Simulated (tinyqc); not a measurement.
Sweep of the shear strain: two-band k.p model of the Delta valleys near the X point under shear strain.

Valley pair on the [001] axis, kz counted from the X point, c = hbar^2/2m0, k0 = kx0 2 pi/a. H = (c kz^2/ml + c (kx^2 + ky^2)/mt + c k0^2/ml) 1 + (2 c k0 kz/ml) sigma_z + (D exy - 2 c kx ky/Mp) sigma_x, so E = c kz^2/ml + c (kx^2 + ky^2)/mt + c k0^2/ml -/+ sqrt((2 c k0 kz/ml)^2 + (D exy - 2 c kx ky/Mp)^2). Without strain the lower band has its minima, E = 0, at kz = +/- k0. Shifts from diagonal strain are left out.

For |eta| < 1: k_min = k0 sqrt(1 - eta^2), E_min = -Delta eta^2/2, ml(eta) = ml/(1 - eta^2), 1/m[110] = 1/mt + eta/Mp, 1/m[1-10] = 1/mt - eta/Mp. For |eta| > 1 the minimum sits at X: E_min = -Delta (2 |eta| - 1)/2, ml(eta) = ml/(1 - 1/|eta|), and eta is replaced by its sign in the transverse masses. Here Delta = 2 c k0^2/ml and eta = D exy/Delta.

Constants: hbar^2/2m0 = 3.80998211 eV angstrom^2.

Values chosen for the exercise (near those of Si; shifted at random, so the results belong to these values and not to a real crystal): a = 5.435 angstrom (lattice constant); ml = 0.943 m0 (longitudinal mass); mt = 0.196 m0 (transverse mass); kx0 = 0.148 2 pi/a (distance of the minimum from X); D = 14.8 eV (shear deformation potential); Mp = 0.225 m0 (coupling mass).

Delta = 2 c k0^2/ml, eta = D exy/Delta.

The minimum:
```
exy       eta  k_min/k0  E_min (meV)  ml(eta)  m[110]  m[1-10]  density-of-states mass
0.0000  0.000     1.000          0.0    0.943  0.1960   0.1960                   0.331
0.0016  0.100     0.995         -1.2    0.953  0.1803   0.2147                   0.333
0.0040  0.250     0.968         -7.4    1.006  0.1609   0.2506                   0.344
0.0080  0.501     0.866        -29.6    1.258  0.1365   0.3475                   0.391
0.0120  0.751     0.661        -66.7    2.161  0.1185   0.5665                   0.525
0.0144  0.901     0.434        -96.0    5.008  0.1098   0.9109                   0.794
0.0192  1.201     0.000       -165.9    5.628  0.1048   1.5207                   0.964
0.0256  1.602     0.000       -260.6    2.510  0.1048   1.5207                   0.737
```

The valleys reach X at eta = 1, that is exy = 0.0160. The shift is quadratic up to eta = 1 (-7.4 meV at eta = 0.25, -29.6 meV at 0.50) and linear beyond, while 1/m[110] rises linearly, taking m[110] from 0.196 to its floor 0.1048, a gain of 87 % in 1/m. ml(eta) diverges at eta = 1; the largest value listed is 5.63. A deformation-potential model with fixed masses misses all of this.

tinyqc: `OMP_NUM_THREADS=1 python tinyqc.py 1080742 1080743 out.jsonl`; about 0.01 s, one thread, shared Intel(R) Xeon(R) Processor @ 2.30GHz.
